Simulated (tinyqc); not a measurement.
Via and link resistance from two via chains.

Problem. A chain of 1000 vias joined by 1000 metal links has R = 1000 (Rv + Rlink), with Rlink proportional to the link length. Find Rv, Rlink for length L, and the value of Rv that the short chain would give if the links were ignored.

resistance of chains of 1000 links with link lengths L and 3 L (ohm): [5400, 9400]

Solution. R per link is a straight line in the link length; its intercept at zero length is Rv.

Rv = 3.40 ohm
Rlink = 2.00 ohm
Rv without correction = 5.40 ohm

Program tinyqc, `OMP_NUM_THREADS=1 python tinyqc.py 2750106 2750107 out.jsonl`; Intel Xeon 2.30GHz, shared host, one thread, about 0.01 s.
